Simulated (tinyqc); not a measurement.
RKS/BP86 in the sto-3g basis, for H2, spin multiplicity 1, step by step. One step of it, computed by the program tinyqc.

Task: Iteration 2 (converged): orbitals. Diagonalise F' = X^T F X, C = X C', fill 1 alpha and 1 beta electrons from the bottom; D = 2 C_occ C_occ^T. Each column has its largest component positive (the first on a tie).

Kohn-Sham matrix F (hartree), order 1H 1s, 2H 1s:
$$\begin{pmatrix}
-0.140878 & -0.173945 \\
-0.173945 & -0.140878
\end{pmatrix}$$

X, order 1H 1s, 2H 1s:
$$\begin{pmatrix}
1.041863 & -0.171861 \\
-0.171861 & 1.041863
\end{pmatrix}$$

Give: F' = X^T F X; orbital energies; coefficients C; D after iteration 2.

Result:

F' = X^T F X (hartree):
$$\begin{pmatrix}
-0.0948 & -0.1435 \\
-0.1435 & -0.0948
\end{pmatrix}$$

orbital energies (hartree): MO1 -0.2383, MO2 0.0487

coefficients C, order 1H 1s, 2H 1s:
$$\begin{pmatrix}
0.6152 & 0.8582 \\
0.6152 & -0.8582
\end{pmatrix}$$

D after iteration 2, order 1H 1s, 2H 1s:
$$\begin{pmatrix}
0.7569 & 0.7569 \\
0.7569 & 0.7569
\end{pmatrix}$$
